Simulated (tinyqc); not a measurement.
CIS on RHF in the sto-3g basis, frozen core, for BeH2, spin multiplicity 1, step by step. One step of it, computed by the program tinyqc.

Task: CIS matrix, singlets. A(ia,jb) = (e_a - e_i) d_ij d_ab + 2 (ia|jb) - (ij|ab).

orbital energies (hartree): MO1 -4.523731, MO2 -0.444098, MO3 -0.404646, MO4 0.213227, MO5 0.213227, MO6 0.423691, MO7 0.850624

Two-electron integrals over orbitals (pq|rs), unique and non-zero (hartree); the lowest 1 orbital is frozen and left out:
```
(22|22) 0.398490    (32|22) -0.037737   (32|32) 0.154854    (33|22) 0.394823
(33|32) 0.031205    (33|33) 0.432685    (42|42) 0.048215    (43|42) 0.003565
(43|43) 0.014230    (44|22) 0.363656    (44|32) -0.000107   (44|33) 0.348883
(44|44) 0.449859    (52|52) 0.048215    (53|52) 0.003565    (53|53) 0.014230
(54|54) 0.024249    (55|22) 0.363656    (55|32) -0.000107   (55|33) 0.348883
(55|44) 0.401360    (55|55) 0.449859    (62|22) -0.023077   (62|32) 0.011306
(62|33) -0.042243   (62|44) 0.057227    (62|55) 0.057227    (62|62) 0.078579
(63|22) 0.019088    (63|32) -0.090356   (63|33) -0.024978   (63|44) 0.009874
(63|55) 0.009874    (63|62) 0.003997    (63|63) 0.085341    (64|42) 0.046791
(64|43) 0.005585    (64|64) 0.050428    (65|52) 0.046791    (65|53) 0.005585
(65|65) 0.050428    (66|22) 0.387961    (66|32) 0.006266    (66|33) 0.402164
(66|44) 0.362321    (66|55) 0.362321    (66|62) -0.031135   (66|63) -0.009048
(66|66) 0.405714    (72|22) 0.011352    (72|32) -0.041669   (72|33) -0.004756
(72|44) -0.007661   (72|55) -0.007661   (72|62) -0.015399   (72|63) 0.059726
(72|66) 0.001305    (72|72) 0.057935    (73|22) -0.002859   (73|32) 0.000517
(73|33) -0.018965   (73|44) 0.062957    (73|55) 0.062957    (73|62) 0.073153
(73|63) 0.015268    (73|66) -0.023526   (73|72) -0.006579   (73|73) 0.082943
(74|42) -0.003196   (74|43) 0.013332    (74|64) -0.001216   (74|74) 0.016766
(75|52) -0.003196   (75|53) 0.013332    (75|65) -0.001216   (75|75) 0.016766
(76|22) -0.031288   (76|32) 0.138077    (76|33) 0.031409    (76|44) -0.000417
(76|55) -0.000417   (76|62) 0.008900    (76|63) -0.093050   (76|66) 0.008291
(76|72) -0.052644   (76|73) -0.001576   (76|76) 0.138767    (77|22) 0.420431
(77|32) -0.011302   (77|33) 0.433729    (77|44) 0.386435    (77|55) 0.386435
(77|62) -0.030277   (77|63) 0.003823    (77|66) 0.426417    (77|72) 0.006666
(77|73) -0.004790   (77|76) -0.007678   (77|77) 0.476899
```

Give: CIS matrix A, singlet.

Result:

CIS matrix A, singlet (hartree), lower triangle:
```
        2>4     2>5     2>6      2>7     3>4     3>5      3>6     3>7
2>4  0.3901
2>5  0.0000  0.3901
2>6  0.0000  0.0000  0.6370
2>7  0.0000  0.0000  0.0005   0.9902
3>4  0.0072  0.0000  0.0000   0.0000  0.2975
3>5  0.0000  0.0072  0.0000   0.0000  0.0000  0.2975
3>6  0.0000  0.0000  0.0017  -0.0186  0.0000  0.0000   0.5969
3>7  0.0000  0.0000  0.0082  -0.0019  0.0000  0.0000  -0.0009  0.9874
```
